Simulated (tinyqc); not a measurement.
Bandgap voltage reference from two bipolar transistors: one step of the calculation.

Two transistors of area 1 and N carry the same current I. Is(T) = Is (T/T0)^eta exp[(Vg0 q/kB)(1/T0 - 1/T)], VBE1 = Vt ln(I/Is(T)) + I rb, VBE2 = Vt ln(I/(N Is(T))) + I rb/N. The amplifier forces I R1(T) = VBE1 - VBE2 + Vos, with R(T) = R (1 + tc (T - T0)) for both resistors, and the output is Vref = VBE1 + I R2(T). Base currents and the Early effect are neglected.

Task. Resistor for zero slope at T0, ideal case. With tc = 0, Vos = 0 and rb = 0 the current is proportional to T, dVBE/dT = (VBE - Vg0 - (eta - 1) Vt)/T, and Vref has zero slope at T0 when Vref = Vg0 + (eta - 1) Vt0. Find VBE1, its slope, that Vref, R2/R1 and the curvature d2Vref/dT2 = -(eta - 1) kB/(q T0).

Values chosen for this exercise; values of the order met in silicon bipolar transistors: reference temperature T0 = 323 K; band-gap voltage extrapolated to 0 K Vg0 = 1.208 V; temperature exponent of the saturation current eta = 3.8; saturation current of the unit transistor at T0 Is = 4.1e-18 A; area ratio of the second transistor N = 4; resistor across which the difference of VBE falls, at T0 R1 = 22 kohm.

Constants: q = 1.602176634e-19 C, kB = 1.380649e-23 J/K. Results are converted to the units shown.

Wanted: VBE1; dVBE/dT; Vref; R2/R1; curvature.

Result.

VBE1 = 0.7454 V
dVBE/dT = -1.673 mV/K
Vref = 1.286 V
R2/R1 = 14.01
curvature = -0.7470 uV/K^2

tinyqc, about 0.02 s, one thread, Intel Xeon 2.30GHz (shared host): `OMP_NUM_THREADS=1 python tinyqc.py 2062031 2062032 out.jsonl`
